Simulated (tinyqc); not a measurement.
The C-V curve with and without traps: MOS capacitor with interface traps: C-V stretch-out, conductance peak and subthreshold swing. Computed by tinyqc, a small Python program. Command: `OMP_NUM_THREADS=1 python tinyqc.py 3019641 3019642 out.jsonl mostraps walk`. One thread of a shared host (Intel(R) Xeon(R) Processor @ 2.30GHz), about 0.01 s of CPU time with the checks.

Energies at the interface are counted from the valence band. psi > 0 means bending towards depletion, so the surface potential is -psi. Boltzmann statistics, full ionisation, no quantum confinement. Traps are neutral when filled up to E_n, with a sharp (zero-temperature) occupation.

Inputs (values chosen for the exercise, for a model semiconductor):
```
quantity,value,unit
gap E_g,1.24,eV
electron mass m_e,0.353,m_0
valleys M_c,6,-
hole mass m_h,0.686,m_0
dielectric constant eps_s,12.6,-
doping N,4.5e+17,cm^-3
insulator constant eps_ox,3.83,-
insulator thickness t_ox,5.4,nm
work-function difference phi_ms,-0.69,V
fixed charge N_f,2.5e+10,cm^-2
trap density D_0,1.1e+11,cm^-2 eV^-1
neutrality level E_n,0.629,eV
temperature T,200,K
edge density D_1,1.1e+12,cm^-2 eV^-1
tail width w,0.067,eV
```

Substrate: n-type. Trap spectrum: U-shaped.

Constants: m_0 = 9.1093837015e-31 kg; k_B = 1.380649e-23 J/K; h = 6.62607015e-34 J s; k_B = 8.617333262e-05 eV/K; eps_0 = 8.8541878128e-12 F/m; e = 1.602176634e-19 C.

Method:
- N_c = 2 M_c (2 pi m_e k_B T/h^2)^(3/2) and N_v = 2 (2 pi m_h k_B T/h^2)^(3/2), masses in units of m_0.
- n_i = sqrt(N_c N_v) exp(-E_g/2 k_B T); E_F = E_g - k_B T ln(N_c/N); phi_B = (k_B T/e) ln(N/n_i); L_D = sqrt(eps_s eps_0 k_B T/(e^2 N)); C_ox = eps_ox eps_0/t_ox.
- With u = psi/k_B T and r = (n_i/N)^2: F = sqrt(exp(-u) + u - 1 + r (exp(u) - u - 1)); Q_s = +sign(u) sqrt(2) eps_s eps_0 (k_B T/e) F/L_D; C_s = (eps_s eps_0/(sqrt(2) L_D)) |1 - exp(-u) + r (exp(u) - 1)|/F; at high frequency, below strong inversion, the terms in r are dropped.
- D(E) = D_0 + D_1 [exp(-E/w) + exp(-(E_g - E)/w)].
- E_F at the interface is E_s = E_F - psi; Q_it = -e int from E_n to E_s of D(E) dE; C_it = e D(E_s) (per volt); V_G = phi_ms - psi - (Q_s + Q_it + e N_f)/C_ox.
- C/C_ox = 1/(1 + C_ox/(C_s + C_it)) at low frequency; without traps C_it = Q_it = 0; the high-frequency column uses C_s(HF) alone.

k_B T = 0.0172347 eV

phi_B = 0.564070 V

n_i = 2749.62 cm^-3

Debye length L_D = 5.16416 nm

bulk E_F = 1.17722 eV

C_ox = 0.627991 microF/cm^2

Along the curve:
```
psi (V),E_s (eV),V_G (V),"V_G, no traps (V)",C_LF/C_ox,"C_LF/C_ox, no traps",C_HF/C_ox,D (cm^-2 eV^-1)
-0.04310,1.2203,-0.3755,-0.4061,0.90451,0.90229,0.90229,9.3000e+11
0.00862,1.1686,-0.7108,-0.7324,0.75351,0.74569,0.74569,4.8893e+11
0.16900,1.0082,-1.1030,-1.1142,0.46137,0.45045,0.45045,1.4459e+11
0.32900,0.8482,-1.3758,-1.3820,0.37531,0.36384,0.36384,1.1318e+11
0.48900,0.6882,-1.6224,-1.6241,0.33024,0.31737,0.31737,1.1033e+11
0.64900,0.5282,-1.8559,-1.8530,0.30067,0.28661,0.28661,1.1044e+11
0.80900,0.3682,-2.0811,-2.0737,0.27959,0.26410,0.26410,1.1452e+11
0.96800,0.2092,-2.2997,-2.2871,0.26898,0.24672,0.24671,1.5844e+11
1.13000,0.0472,-2.5315,-2.5059,0.44483,0.38819,0.23238,6.5366e+11
```

What does the comparison show, and why?

The same range of bending takes 2.156 V with traps and 2.100 V without: a stretch-out of 2.7 %. The minimum of C_LF/C_ox among these rows rises from 0.247 to 0.269. Fixed charge shifts both curves rigidly by -0.006 V, while the shift from trap charge changes sign where E_s passes E_n. Caution: with a gap of more than 50 k_B T deep traps and minority carriers reach equilibrium slowly or not at all, so this curve is a limit for very slow sweeps.

Extremes, crossings and ranges named in words are read from the listed rows.
